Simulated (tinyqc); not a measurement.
Which current rules in forward bias: trap-assisted generation and recombination current of an abrupt junction. Computed by tinyqc, a small Python program. Command: `OMP_NUM_THREADS=1 python tinyqc.py 3004547 3004548 out.jsonl junctionleak walk`. One thread of a shared host (Intel(R) Xeon(R) Processor @ 2.30GHz), about 0.01 s of CPU time with the checks.

Depletion approximation, flat quasi-Fermi levels across the depleted layer, long neutral regions with minority lifetimes tau_n and tau_p, full ionisation and Boltzmann statistics. Voltages in exponents stand for e V.

Inputs (values chosen for the exercise, with bands and screening modelled on GaAs):

| quantity | value | unit |
|---|---|---|
| gap E_g | 1.45 | eV |
| electron mass m_e | 0.0659 | m_0 |
| valleys M_c | 1 | - |
| hole mass m_h | 0.545 | m_0 |
| dielectric constant eps | 13.3 | - |
| acceptor density N_A | 9.1e+17 | cm^-3 |
| donor density N_D | 5.4e+18 | cm^-3 |
| capture time tau_n | 9e-09 | s |
| capture time tau_p | 1.5e-09 | s |
| trap level E_t - E_i | -0.092 | eV |
| electron diffusion coefficient D_n | 23 | cm^2/s |
| hole diffusion coefficient D_p | 1.7 | cm^2/s |
| temperature T | 400 | K |
| tunnelling mass m_t | 0.11 | m_0 |

Field enhancement: Hurkx tunnelling factor.

Constants: k_B = 8.617333262e-05 eV/K; m_0 = 9.1093837015e-31 kg; k_B = 1.380649e-23 J/K; h = 6.62607015e-34 J s; e = 1.602176634e-19 C; eps_0 = 8.8541878128e-12 F/m; hbar = 1.054571817e-34 J s.

Method:
- N_c = 2 M_c (2 pi m_e k_B T/h^2)^(3/2) and N_v = 2 (2 pi m_h k_B T/h^2)^(3/2), masses in units of m_0.
- n_i = sqrt(N_c N_v) exp(-E_g/2 k_B T); V_bi = (k_B T/e) ln(N_A N_D/n_i^2); diffusion saturation current J_d0 = e n_i^2 [sqrt(D_n/tau_n)/N_A + sqrt(D_p/tau_p)/N_D].
- W = sqrt(2 eps eps_0 (V_bi - V)(1/N_A + 1/N_D)/e), x_p = W N_D/(N_A + N_D), x_n = W - x_p, peak field F_m = 2 (V_bi - V)/W; reverse bias means V = -V_r.
- Both capture times are divided by 1 + Gamma, Gamma = 2 sqrt(3 pi) (F/F_G) exp((F/F_G)^2), F_G = sqrt(24 m_t (k_B T)^3)/(e hbar) (the low-field Hurkx form), F being the local field, linear in x from 0 at the edges to F_m.
- Potential from the p edge: phi = (V_bi - V) x^2/(x_p W) on the p side and (V_bi - V)[1 - (W - x)^2/(x_n W)] on the n side; p = N_A exp(-phi/k_B T), n = n_i^2 exp(V/k_B T)/p; U = (n p - n_i^2)/[tau_p (n + n_i exp(dE/k_B T)) + tau_n (p + n_i exp(-dE/k_B T))], dE = E_t - E_i, n1 = n_i exp(dE/k_B T), p1 = n_i exp(-dE/k_B T); J_t = e int U dx by the trapezoid rule on 400 intervals on each side.
- J_d = J_d0 (exp(V/k_B T) - 1). Ideality n = (e/k_B T) dV/d ln J, central difference of 1 mV. The rows stop just below the bias where n = 0.1 p or tau_p n = 0.1 tau_n p at the p edge, or the like at the n edge.

k_B T = 0.0344693 eV

n_i = 2.33800e+09 cm^-3

J_d0 = 5.41117e-14 A/cm^2

Forward characteristic:

| V (V) | J_t (A/cm^2) | J_d (A/cm^2) | ideality of J_t | ideality of the sum |
|---|---|---|---|---|
| 0.26 | 9.2219e-06 | 1.0207e-10 | 1.7642 | 1.7642 |
| 0.40 | 7.5801e-05 | 5.9301e-09 | 2.0442 | 2.0441 |
| 0.55 | 6.1258e-04 | 4.6024e-07 | 2.1015 | 2.0998 |
| 0.69 | 4.2229e-03 | 2.6724e-05 | 2.1035 | 2.0890 |
| 0.84 | 3.3539e-02 | 2.0741e-03 | 2.0956 | 1.9699 |
| 0.99 | 2.6922e-01 | 1.6097e-01 | 2.0820 | 1.4820 |
| 1.13 | 1.9062e+00 | 9.3468e+00 | 2.0707 | 1.0960 |
| 1.28 | 1.5005e+01 | 7.2541e+02 | 2.2401 | 1.0113 |

What does the comparison show, and why?

Diffusion overtakes recombination between 0.99 and 1.13 V, and the ideality of the sum goes from 1.76 to 1.01, with a maximum of 2.10 at 0.55 V. The ideality of J_t alone lies between 1.76 and 2.24. Caution: one side is doped near or above its effective density of states, so Boltzmann statistics understate V_bi.

Extremes, crossings and ranges named in words are read from the listed rows.
